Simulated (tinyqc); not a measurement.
Quaternary alloy A(x)B(1-x)C(y)D(1-y) matched to a substrate: one step. The gap by rule 1.

Q(x,y) = x y Q_AC + x (1 - y) Q_AD + (1 - x) y Q_BC + (1 - x)(1 - y) Q_BD for the lattice constant. Gap, rule 1: Q(x,y) - x (1 - x)[y C_ABC + (1 - y) C_ABD] - y (1 - y)[x C_ACD + (1 - x) C_BCD]. Rule 2 (mean of ternaries): {x (1 - x)[y T_ABC(x) + (1 - y) T_ABD(x)] + y (1 - y)[x T_ACD(y) + (1 - x) T_BCD(y)]}/{x (1 - x) + y (1 - y)}, T_ABC(x) = x E_AC + (1 - x) E_BC - C_ABC x (1 - x), T_ACD(y) = y E_AC + (1 - y) E_AD - C_ACD y (1 - y), and alike. Only the Gamma valley is followed.

Constants: hc = 1239.841984 eV nm.

Values chosen for the exercise (out of a larger set: AC, AD, BC, BD near GaAs, GaSb, InAs and InSb; substrate near InAs; not measured data):
```
symbol  value                         unit  meaning
Eg      (1.534, 0.802, 0.418, 0.238)  eV    gaps at Gamma of AC, AD, BC, BD
Cb      (0.458, 0.364, 1.472, 0.68)   eV    bowing of ABC, ABD, ACD, BCD
y       0.27                                fraction of C
```

x = 0.805385

Problem. Give the four weights, the bilinear part, the two bowing terms, the gap and hc/gap.

Give: weights of AC, AD, BC, BD; bilinear part; bowing terms; gap; wavelength.

Solution.

weights of AC, AD, BC, BD: 0.2175  0.5879  0.0525  0.1421

bilinear part = 0.8609 eV

bowing terms (eV): 0.0610  0.2598

gap = 0.5401 eV
wavelength = 2296 nm

Program tinyqc; command `OMP_NUM_THREADS=1 python tinyqc.py 1080948 1080949 out.jsonl`; about 0.01 s on one thread of a shared Intel(R) Xeon(R) Processor @ 2.30GHz.
